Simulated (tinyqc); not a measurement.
Worked calculation: ion-assisted plasma etching: sheath, surface coverage, synergy and aspect-ratio dependence. Computed by tinyqc, a small Python program that keeps every step. Command: `OMP_NUM_THREADS=1 python tinyqc.py 3027677 3027678 out.jsonl etch walk`. One thread of a shared host (Intel(R) Xeon(R) Processor @ 2.30GHz), about 0.04 s of CPU time with the checks. Intermediate numbers are printed to about 5 digits and carried at full precision; extremes and crossings named in words are read from the listed rows.

Radicals adsorb on bare sites; ions remove covered sites with a high yield and bare sites by sputtering; a slow spontaneous reaction acts everywhere, walls included.

Inputs (values chosen for the exercise, close to those used for silicon in a halogen plasma):
```
quantity,value,unit
plasma density n_e,3.6e+10,1/cm^3
electron temperature T_e,3.3,eV
ion mass M_i,71,u
sheath voltage V,310,V
radical density n,1.2e+12,1/cm^3
radical mass M_n,35.5,u
gas temperature T_g,350,K
sticking coefficient s,0.52,-
radicals per removed unit x,3,-
yield slope b,0.31,eV^(-1/2)
threshold E_th,10,eV
sputter slope b_p,0.017,eV^(-1/2)
sputter threshold E_p,39,eV
spontaneous reaction probability k_c,4.5e-05,-
solid density N,5e+22,1/cm^3
ion temperature T_i,0.11,eV
aspect ratio A,3.6,-
```

Feature: long trench.

Constants: e = 1.602176634e-19 C; u = 1.6605390666e-27 kg; k_B = 1.380649e-23 J/K; eps_0 = 8.8541878128e-12 F/m.

## Fluxes

Bohm speed u_B = sqrt(e T_e/M_i); ion flux G_i = 0.61 n_e u_B; radical flux G_n = n c/4 with c = sqrt(8 k_B T_g/(pi M_n)).

Bohm speed = 2.1177e+05 cm/s

ion flux G_i = 4.6504e+15 1/(cm^2 s)

radical speed c = 45689 cm/s

radical flux G_n = 1.3707e+16 1/(cm^2 s)

flux ratio G_n/G_i = 2.9474

## Sheath and ion angles

Debye length lambda_D = sqrt(eps_0 T_e/(e n_s)) with n_s = 0.61 n_e, T_e in volts; Child-law sheath d = (sqrt2/3) lambda_D (2 V/T_e)^(3/4); ion energy E = V + T_e/2; angular spread = arctan(sqrt(T_i/E)).

Debye length = 91.130 um

sheath thickness = 2180.0 um

ion energy E = 311.65 eV

angular spread = 1.0763 degrees

Caution: a sheath of several millimetres is collisional at usual pressures, which lowers the ion energy and widens the angles.

## Yields

Yields: Y = b (sqrt(E) - sqrt(E_th)) on covered sites, Y_p = b_p (sqrt(E) - sqrt(E_p)) on bare ones (zero below threshold).

yield Y = 4.4923

sputter yield Y_p = 0.19395

## Open-field etch rate

Steady coverage: s G_n (1 - theta) = x Y G_i theta; removal flux = Y G_i theta + Y_p G_i (1 - theta) + k_c G_n; rate = flux/N, 1 cm/s = 6e8 nm/min. Lateral rate = k_c G_n/N; anisotropy = 1 - lateral/vertical; synergy = vertical/(ions alone + radicals alone), with ions alone Y_p G_i/N and radicals alone the lateral rate.

coverage theta = 0.10211

vertical rate = 35.324 nm/min

lateral rate = 0.0074015 nm/min

anisotropy = 0.99979

synergy = 3.2615

The surface is nearly bare: radicals limit the ion-assisted part, and sputtering gives 28 % of the rate.

## Rate at the floor of the feature

Transmission of a long trench, rough form: K = (1 + ln(1 + A))/(1 + A + ln(1 + A)), walls that scatter diffusely without loss. With a loss probability S = s (1 - theta) at the floor, G_b/G_n = K/(K + S - K S); theta follows G_b, and the two are solved together. Ions are taken to reach the floor unshadowed; G_b replaces G_n in every term of the rate; A is depth over width.

transmission K = 0.41235

G_b/G_n = 0.59016

coverage at the floor = 0.062893

rate at the floor = 25.914 nm/min

floor rate over open-field rate = 0.73360

The lag is 27 %. Caution: the trench transmission is an interpolation between the limits 1 and ln(A)/A, good to tens of per cent.

## Etch lag against aspect ratio

The formulas are those given above.

Floor of the feature:
```
A,K,G_b/G_n,theta,rate (nm/min),relative rate
0.5,0.73760,0.85574,0.088686,32.103,0.90881
1.0,0.62869,0.77997,0.081474,30.372,0.85982
2.0,0.51203,0.68505,0.072275,28.165,0.79733
5.0,0.35830,0.53244,0.057094,24.522,0.69421
10.0,0.25361,0.40604,0.044138,21.414,0.60621
20.0,0.16821,0.28651,0.031555,18.394,0.52074
50.0,0.08978,0.16190,0.018079,15.161,0.42920
100.0,0.05317,0.09844,0.011071,13.480,0.38160
```

K falls by a factor 13.9 over the rows and the rate by 2.38. Among these rows the rate stays within 10 % of the open-field value up to A = 0.5, with an open-field coverage below one half; sputtering, which needs no radicals, carries much of the rate in the last rows. Caution: rows with A above about 1/(2 tan(ion spread)) or 1/sqrt(k_c), often 10 to 30, are formal: ion shadowing, radical loss on the walls, redeposition of sputtered material and, in fluorocarbon plasmas, polymer growth are left out and add to the lag.

## Yield per ion against the flux ratio

The ion flux is fixed and the radical flux set by the ratio; the removal per ion is the removal flux over G_i.

Open field:
```
G_n/G_i,theta,rate (nm/min),removal per ion
0.3,0.01144,13.57,0.2431
1,0.03715,19.74,0.3537
3,0.10374,35.72,0.6400
10,0.27842,77.63,1.3911
30,0.53651,139.59,2.5014
100,0.79417,201.57,3.6121
300,0.92048,232.37,4.1640
1000,0.97474,247.14,4.4287
3000,0.99143,256.17,4.5905
```

Coverage reaches one half at G_n/G_i = x Y/s = 25.9. Below that the ion-assisted part follows the radical flux, on top of the sputter floor Y_p = 0.194; above it the ion-assisted part saturates at Y = 4.49 per ion.

Checks made by the program: series form 1/R = 1/(Y G_i) + x/(s G_n) of the ion-assisted part (relative difference below 1e-10).
